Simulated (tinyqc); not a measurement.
Saddle-point parameters from gate and bias data.

Inverse problem. In a saddle-point contact at zero temperature mu - V0 = al (Vg - Vp), riser n is centred where this equals wy (n + 1/2), its largest slope is dg/dmu = pi/(2 wx) (neighbouring modes neglected), and in bias spectroscopy neighbouring risers meet at q V = wy. Find al, Vp and wx.

gate voltages at the middle of the first and second risers (V): -2.1290278  -2.0470833
largest dg/dVg on a riser = 43.498975 1/V
bias at which two neighbouring risers meet = 5.9 mV

Solution. The bias gives wy, the gate spacing then gives al = wy/(Vg2 - Vg1), and the slope gives wx = al pi/(2 dg/dVg).

lever arm al = 0.0720 eV/V
Vp = -2.17 V
wx = 2.60 meV

Numbers from tinyqc (`OMP_NUM_THREADS=1 python tinyqc.py 2740127 2740128 out.jsonl`; about 0.06 s on one thread of a shared Intel Xeon 2.30GHz).
